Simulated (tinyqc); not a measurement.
# Circuit elements from the admittance matrix

Question. Y belongs to a common-source circuit with y11 = i w (Cgs + Cgd), y12 = -i w Cgd, y21 = gm - i w Cgd, y22 = gds + i w (Cgd + Cd) and a resistance Rg in series with the gate; w = 2 pi f. Find Rg, Cgs + Cgd, Cgd, gm, gds and Cd.

Parameters, values chosen for the exercise:
```
symbol  value  unit           meaning
f          40   GHz  signal frequency
```

Y with Rg (mS):
```
,1,2
1,0.192468914+0.979022258i,-0.064220389-0.326666728i
2,2.857798050-0.901115073i,0.362605050+1.632594041i
```

Solution. 1/Y11 = Rg + 1/(i w (Cgs + Cgd)) gives Rg; removing it from Z11 returns the inner y, whose parts are read off.

Rg = 193 ohm
Cgs + Cgd = 4.05 fF
Cgd = 1.35 fF
gm = 3.03 mS
gds = 0.303 mS
Cd = 4.40 fF

tinyqc, about 0.01 s, one thread, Intel Xeon 2.30GHz (shared host): `OMP_NUM_THREADS=1 python tinyqc.py 2150119 2150120 out.jsonl`
